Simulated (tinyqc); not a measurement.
Gain for each load and current direction: deformation-potential model of the L valleys of a conduction band.

Valleys with axes along [111], [1-1-1], [-11-1] and [-1-11], one whole valley each. Herring-Vogt shift of a valley with unit axis a: dE = Xd tr(e) + Xu a.e.a. Non-degenerate shares n_i = exp(-dE_i/kT)/sum_j exp(-dE_j/kT). Inverse mass tensor of a valley: (1 - a a)/mt + a a/ml; the masses are taken as independent of strain.

s11 = (C11 + C12)/((C11 - C12)(C11 + 2 C12)), s12 = -C12/((C11 - C12)(C11 + 2 C12)), s44 = 1/C44; exx = s11 sxx + s12 (syy + szz) and cyclic, exy = s44 sxy/2; tension is positive. A uniaxial stress X along the unit vector n is s_ij = X n_i n_j.

Constants: kB = 8.617333262e-05 eV/K.

Values chosen for the exercise (near those of Ge; not measured data):
- ml = 1.581 m0 (longitudinal mass)
- mt = 0.079 m0 (transverse mass)
- Xd = -6.51 eV (dilation potential)
- Xu = 15.86 eV (uniaxial potential)
- C11 = 128.8 GPa
- C12 = 48.6 GPa
- C44 = 66.5 GPa
- X1 = 0.5 GPa (size of the stress)
- T = 400 K (temperature)

Each load has the size X1. Gain m_c(0)/m_c - 1 in per cent from repopulation alone, m_c = 1/(u.M.u), M = sum_i n_i (inverse mass tensor); biaxial means sxx = syy.

Gain (%); + is tension, - compression:

| load | [100] | [010] | [001] | [110] | [1-10] | [111] |
|---|---|---|---|---|---|---|
| uniaxial [110] (+) | 0.0 | 0.0 | 0.0 | 24.1 | -24.1 | 16.1 |
| uniaxial [110] (-) | 0.0 | 0.0 | 0.0 | -24.1 | 24.1 | -16.1 |
| uniaxial [100] (+) | 0.0 | 0.0 | 0.0 | 0.0 | 0.0 | 0.0 |
| uniaxial [100] (-) | 0.0 | 0.0 | 0.0 | 0.0 | 0.0 | 0.0 |
| uniaxial [111] (+) | 0.0 | 0.0 | 0.0 | 11.3 | -11.3 | 22.6 |
| uniaxial [111] (-) | 0.0 | 0.0 | 0.0 | -22.1 | 22.1 | -44.2 |
| biaxial (001) (+) | 0.0 | 0.0 | 0.0 | 0.0 | 0.0 | 0.0 |
| biaxial (001) (-) | 0.0 | 0.0 | 0.0 | 0.0 | 0.0 | 0.0 |

The largest gain is +24.1 %, for uniaxial [110] (+) with the current along [110] and uniaxial [110] (-) with the current along [1-10]; for a [110] channel it is +24.1 %, under uniaxial [110] (+). No gain or loss appears under biaxial (001) and uniaxial [100]: the valleys stay equivalent.

Computed by tinyqc, a small Python program: `OMP_NUM_THREADS=1 python tinyqc.py 1080211 1080212 out.jsonl` (the numbers bound the seed that draws the inputs); one thread of a shared host (Intel(R) Xeon(R) Processor @ 2.30GHz), about 0.02 s for the whole set of steps.
